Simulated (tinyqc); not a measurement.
## Doping from resistivity

Question. A uniform, uncompensated and fully ionised sample has rho = 1/(q N mu), mu = m1 + (m2 (T/300 K)^(-bt) - m1)/(1 + (N/Nr)^am). Find N, mu and the diffusion coefficient mu Vt.

Values chosen for this exercise: temperature T = 300 K; mobility limit at high doping m1 = 43.3 cm^2/(V s); mobility limit at low doping, at 300 K m2 = 457 cm^2/(V s); reference doping of the mobility law Nr = 2.19e17 cm^-3; exponent of the mobility law am = 0.737; temperature exponent of m2 bt = 2.5.

Constants: q = 1.602176634e-19 C, kB = 1.380649e-23 J/K, Vt = kB T/q. Results are converted to the units shown.

resistivity = 3.2609220 ohm cm

Answer. With am below 1 the product N mu rises steadily with N, so one doping matches; it is found by iterating N = 1/(q rho mu(N)).

N = 4.400e15 cm^-3
mu = 435.0 cm^2/(V s)
diffusion coefficient = 11.25 cm^2/s

Program tinyqc, `OMP_NUM_THREADS=1 python tinyqc.py 2110080 2110081 out.jsonl`; Intel Xeon 2.30GHz, shared host, one thread, about 0.01 s.
